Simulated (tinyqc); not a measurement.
Inside a calculation: band offset from the macroscopic average of a supercell potential. Values are carried at full precision from step to step, so a last printed digit may differ when a step is redone from the rounded ones.

A model of the planar-averaged electrostatic energy of an electron in a periodic cell of N1 periods of A (L1 = N1 n1 h) and N2 periods of B (L2 = N2 n2 h), on z_j = j h: V(z) = f VA + (1 - f) VB + F t(z), VA = V1[0] + V1[1] cos(2 pi z/(n1 h)) + V1[2] cos(4 pi z/(n1 h)), VB the same with V2, n2 and z - L1. f = [tanh(z/w) - tanh((z - L1)/w) + tanh((z - L1 - L2)/w)]/2 + 1/2; t(z) = z - L1/2 in A and (L1/L2)(L1 + L2/2 - z) beyond, so that the cell is periodic.

Constants: e^2/(4 pi eps0) = 14.39964547 eV angstrom.

Inputs chosen for the exercise (gaps near those of Si and SiO2; shifted at random, so the results belong to these values and not to a real crystal):
- h = 0.25 angstrom (grid step)
- n1 = 5 (grid points per period of A)
- n2 = 7 (grid points per period of B)
- N1 = 5 (periods of A)
- N2 = 4 (periods of B)
- V1 = (-7.96, 1.63, 0.75) eV (mean and two harmonics of the potential in A)
- V2 = (-9.78, 4.04, 0.82) eV (the same in B)
- w = 0.38 angstrom (width of the interfaces)
- F = 0 eV/angstrom (slope in A from opposite charges on the two interfaces)
- Ev1 = 5.92 eV (valence top of bulk A above its mean potential)
- Eg1 = (0.58, 1.15) eV (gap of A: semi-local value, corrected value)
- fv1 = 0.49 (share of the correction that lowers the valence top of A)
- Ev2 = 4.76 eV (valence top of bulk B above its mean potential)
- Eg2 = (5.83, 8.98) eV (gap of B: semi-local value, corrected value)
- fv2 = 0.58 (the same share for B)
- eps = 5.3 (dielectric constant at the interface)

## The planar average

Evaluate V on the grid, j = 0, 1, ...

V(z_j) (eV): -9.244  -9.088  -9.206  -9.017  -8.047  -5.583  -8.064  -9.047  -9.047  -8.063  -5.580  -8.063  -9.047  -9.047  -8.063  -5.580  -8.063  -9.047  -9.047  -8.063  -5.588  -8.088  -9.120  -9.206  -7.932  -5.250  -7.575  -11.259  -12.836  -12.884  -11.410  -7.444  -4.920  -7.444  -11.418  -12.909  -12.909  -11.418  -7.444  -4.920  -7.444  -11.418  -12.909  -12.909  -11.418  -7.444  -4.920  -7.444  -11.414  -12.884  -12.770  -11.193  -7.783

## Running means

Running mean over n points, periodic: for odd n the plain mean of the n points centred on j; for even n the n + 1 points with half weight at both ends. The macroscopic average applies the mean over n1 points and then over n2 points.

Apply the first mean, then the second.

after the mean over n1 points (eV): -9.303  -8.868  -8.920  -8.188  -7.983  -7.952  -7.958  -7.961  -7.960  -7.960  -7.960  -7.960  -7.960  -7.960  -7.960  -7.960  -7.960  -7.960  -7.961  -7.966  -7.981  -8.013  -7.987  -7.919  -7.817  -8.244  -8.970  -9.960  -11.192  -11.166  -9.899  -8.820  -8.527  -8.827  -9.920  -11.219  -11.219  -9.920  -8.827  -8.529  -8.827  -9.920  -11.219  -11.219  -9.920  -8.827  -8.528  -8.821  -9.887  -11.141  -11.209  -10.775  -10.015

macroscopic average (eV): -9.611  -9.150  -8.747  -8.453  -8.261  -8.132  -7.995  -7.962  -7.959  -7.960  -7.960  -7.960  -7.960  -7.960  -7.960  -7.960  -7.961  -7.964  -7.972  -7.976  -7.970  -7.949  -7.990  -8.133  -8.416  -8.870  -9.324  -9.607  -9.750  -9.791  -9.770  -9.764  -9.768  -9.776  -9.779  -9.780  -9.780  -9.780  -9.780  -9.780  -9.780  -9.780  -9.780  -9.780  -9.779  -9.774  -9.763  -9.762  -9.884  -10.054  -10.164  -10.171  -10.033

Around the middle of B the first mean varies by 1391 meV over five points and the second by 0 meV: one window removes only the period it matches.

## The potential line-up

Read the macroscopic average in the middle of each region, j = 12 and j = 39, and its slope in A by a central difference over two points each way.

plateau in A = -7.960 eV
plateau in B = -9.780 eV
dV = B - A = -1.820 eV
slope in A = 0.000 eV/angstrom

The plateaus are flat, so the line-up is well defined.

## Band offsets

dEv = Ev(A) - Ev(B) = Ev1 - (dV + Ev2); dEc = Ec(B) - Ec(A) = Eg2 - Eg1 - dEv. The correction of a gap, c = Eg[1] - Eg[0], lowers the valence top by fv c and leaves dV, a ground-state quantity, as it is. Type I: dEv and dEc of one sign; II: opposite signs; III: no overlap of the gaps.

Give the offsets with semi-local and with corrected band edges.

dEv, dEc, semi-local (eV): 2.980  2.270

lowering of the valence tops of A and B (eV): 0.279  1.827

dEv, dEc, corrected (eV): 4.528  3.302

The correction moves dEv by +1.55 eV and dEc by +1.03 eV; the type stays I.

## The dipole behind the step

A step dV of the mean electron energy from A to B across an interface equals 4 pi (e^2/4 pi eps0) times a dipole per area p (in e angstrom per angstrom^2). For a change of 0.1 eV in dV, give the charge per area moved over 2 angstrom in a medium of dielectric constant eps: sigma = 0.1 eps/(4 pi (e^2/4 pi eps0) 2). 1 angstrom^-2 = 1e16 cm^-2.

|p| = 0.01006 e/angstrom
sigma = 1.46e+13 e/cm^2

With about 7e14 atoms per cm^2 in a plane (as on a silicon (100) face), 2.1 % of an electron per atom shifts the line-up by 0.1 eV.

## Checks

- Line-up in a cell of 14 + 14 periods without slope against V2[0] - V1[0] (eV): both -1.8200.

(tinyqc, `OMP_NUM_THREADS=1 python tinyqc.py 1880418 1880419 out.jsonl`, Intel(R) Xeon(R) Processor @ 2.30GHz, 1 thread, shared host, about 0.01 s.)
